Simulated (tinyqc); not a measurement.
k.p theory built from an empirical-pseudopotential calculation at Gamma: one step. The mass from the table. Three cases, with inputs chosen for the exercise.

Question. A is the s-like conduction level at Gamma of a pseudopotential calculation, W its squared momentum coupling to multiplet B, and 1/m = 1 + sum_B W/(E_A - E_B). Add the last column, the sum over the higher multiplets and 1; two levels alone means 1 + W/E of multiplet 2 (whose E_B is 0).

Give: 1/m; m; m from two levels.

Case 1.

Couplings:
```
multiplet B,degeneracy,E_B (eV),W (eV),W/(E_A - E_B)
2,3,0.000000,18.563964,6.598750
4,3,5.164110,0.096385,-0.041000
7,3,13.827284,0.233571,-0.021207
11,3,29.810918,0.275335,-0.010198
12,3,30.970240,0.389493,-0.013833
15,3,44.707427,0.019678,-0.000470
17,3,45.328359,0.000145,-0.000003
19,3,46.725135,0.015733,-0.000358
```

sum over the higher multiplets = -0.003135
E_A = 2.813255 eV

Answer.

1/m = 7.509
m = 0.1332 m0
m from two levels = 0.1316 m0

Case 2.

Couplings:
```
multiplet B,degeneracy,E_B (eV),W (eV),W/(E_A - E_B)
2,3,0.000000,14.239955,4.459163
4,3,7.368377,0.024578,-0.005887
7,3,15.548051,0.290191,-0.023488
10,3,29.381537,0.421981,-0.016113
12,3,29.989237,1.028614,-0.038387
16,3,43.057835,0.031628,-0.000793
17,3,44.487794,0.029249,-0.000708
19,3,46.232710,0.004238,-0.000098
```

sum over the higher multiplets = -0.003595
E_A = 3.193415 eV

Answer.

1/m = 5.370
m = 0.1862 m0
m from two levels = 0.1832 m0

Case 3.

Couplings:
```
multiplet B,degeneracy,E_B (eV),W (eV),W/(E_A - E_B)
2,3,0.000000,16.704405,10.503537
4,3,4.573647,0.025162,-0.008434
7,3,12.748301,0.222720,-0.019961
10,3,25.736436,0.410393,-0.016996
12,3,26.396937,0.256572,-0.010343
15,3,38.513128,0.025127,-0.000681
16,3,39.265323,0.000186,-0.000005
19,3,40.089101,0.015829,-0.000411
```

sum over the higher multiplets = -0.002062
E_A = 1.590360 eV

Answer.

1/m = 11.445
m = 0.0874 m0
m from two levels = 0.0869 m0

Computed by tinyqc, one run a case: `OMP_NUM_THREADS=1 python tinyqc.py N N+1 out.jsonl` with N = 1051509, 1080104, 1080152; one thread of a shared Intel(R) Xeon(R) Processor @ 2.30GHz, about 0.7 s a run at most.
